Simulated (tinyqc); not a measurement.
Low-temperature mobility of a two-dimensional electron gas with static screening: one step, computed by the program tinyqc.

One subband is filled, the gas is degenerate and scatters at the Fermi circle; one permittivity serves on both sides of the interface. All formulas are in SI units, masses times m_0. Piezoelectric and polar phonons are left out, and n_s is taken as set by a gate, independent of N_i.

Question. Fermi circle, screening and layer thickness. k_F = sqrt(2 pi n_s/g_v); E_F = hbar^2 k_F^2/(2 m); q_TF = g_v m e^2/(2 pi eps eps_0 hbar^2); Fang-Howard parameter b = [12 m_z e^2 (N_d + 11 n_s/32)/(eps eps_0 hbar^2)]^(1/3), mean depth 3/b; effective field F = e (N_d + n_s/2)/(eps eps_0).

Inputs (values chosen for the exercise, modelled on an InAs channel):
```
quantity                     value    unit
in-plane mass m             0.0304     m_0
mass across the layer m_z   0.0308     m_0
permittivity eps              15.2       -
valley degeneracy g_v            1       -
sheet density n_s          6.5e+11  1/cm^2
depletion charge N_d       3.7e+10  1/cm^2
```

Wave function: Fang-Howard. Roughness spectrum: exponential.

Constants: m_0 = 9.1093837015e-31 kg; e = 1.602176634e-19 C; eps_0 = 8.8541878128e-12 F/m; hbar = 1.054571817e-34 J s.

Give: k_F; E_F; q_TF; b; mean depth; effective field F.

Answer.

k_F = 0.20209 1/nm

E_F = 51.185 meV

q_TF = 0.075589 1/nm

b = 0.24683 1/nm

mean depth = 12.154 nm

effective field F = 0.043095 MV/cm

q_TF/(2 k_F) = 0.19: screening is weak for back-scattering. Caution: E_F exceeds 1.1 (hbar^2 e^2 F^2/2 m_z)^(1/3), of the order of the first subband spacing (1.75 times that in a triangular well, less with self-consistent band bending), so a second subband may fill.
